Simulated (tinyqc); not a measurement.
From results back to parameters: free-carrier optics of a doped semiconductor (Drude model with one polar phonon). Five cases, with inputs chosen for the exercise.

Problem. The upper coupled mode solves E^4 - (wL^2 + Ep^2) E^2 + Ep^2 wT^2 = 0 with wL = wT sqrt(es/ei); N is hidden.

eps(E) = ei [1 - Ep^2/(E^2 + i E Gam)] + (es - ei) wT^2/(wT^2 - E^2 - i E gT), with Ep^2 = 8 pi c (e^2/(4 pi eps0)) N/(m ei), c = hbar^2/2m0, N in 1/angstrom^3 (1e-24 per 1/cm^3); Gam = hbar/tau, tau = mu m m0/e with m0/e = 5.685630e-12 kg/C and mu in m^2/(V s). Energies in meV.

Constants: hbar^2/2m0 = 3.80998211 eV angstrom^2; e^2/(4 pi eps0) = 14.39964547 eV angstrom.

Find: Ep; N; L-.

Method. Ep^2 = L+^2 (L+^2 - wL^2)/(L+^2 - wT^2); the product of the roots gives L- = Ep wT/L+.

Case 1.

Values chosen (mass and dielectric values near those of InSb; N and mu are free inputs; interband absorption and the rise of the mass with filling are left out; not measured data): m = 0.0142 m0 (conductivity mass); ei = 15.39 (high-frequency dielectric constant); wT = 22.4 meV (TO phonon); es = 16.61 (static dielectric constant).

L+ = 25.0503 meV

Solution.

Ep = 20.71 meV
N = 6.80e+16 1/cm^3
L- = 18.52 meV

Case 2.

Values chosen (mass and dielectric values near those of InP; N and mu are free inputs; interband absorption and the rise of the mass with filling are left out; not measured data): m = 0.0856 m0 (conductivity mass); ei = 9.61 (high-frequency dielectric constant); wT = 37 meV (TO phonon); es = 12.62 (static dielectric constant).

L+ = 43.9896 meV

Solution.

Ep = 21.66 meV
N = 2.80e+17 1/cm^3
L- = 18.22 meV

Case 3.

Values chosen (mass and dielectric values near those of GaP; N and mu are free inputs; interband absorption and the rise of the mass with filling are left out; not measured data): m = 0.371 m0 (conductivity mass); ei = 9.11 (high-frequency dielectric constant); wT = 44.7 meV (TO phonon); es = 11.17 (static dielectric constant).

L+ = 123.3162 meV

Solution.

Ep = 121.19 meV
N = 3.60e+19 1/cm^3
L- = 43.93 meV

Case 4.

Values chosen (mass and dielectric values near those of GaN; N and mu are free inputs; interband absorption and the rise of the mass with filling are left out; not measured data): m = 0.22 m0 (conductivity mass); ei = 5.21 (high-frequency dielectric constant); wT = 68 meV (TO phonon); es = 9.34 (static dielectric constant).

L+ = 98.3390 meV

Solution.

Ep = 51.44 meV
N = 2.20e+18 1/cm^3
L- = 35.57 meV

Case 5.

Values chosen (mass and dielectric values near those of SiC; N and mu are free inputs; interband absorption and the rise of the mass with filling are left out; not measured data): m = 0.393 m0 (conductivity mass); ei = 6.51 (high-frequency dielectric constant); wT = 97.1 meV (TO phonon); es = 9.79 (static dielectric constant).

L+ = 119.9293 meV

Solution.

Ep = 24.35 meV
N = 1.10e+18 1/cm^3
L- = 19.71 meV

Computed by tinyqc, one run a case: `OMP_NUM_THREADS=1 python tinyqc.py N N+1 out.jsonl` with N = 1680341, 1680356, 1680393, 1680492, 1680494; one thread of a shared Intel(R) Xeon(R) Processor @ 2.30GHz, about 0.01 s a run at most.
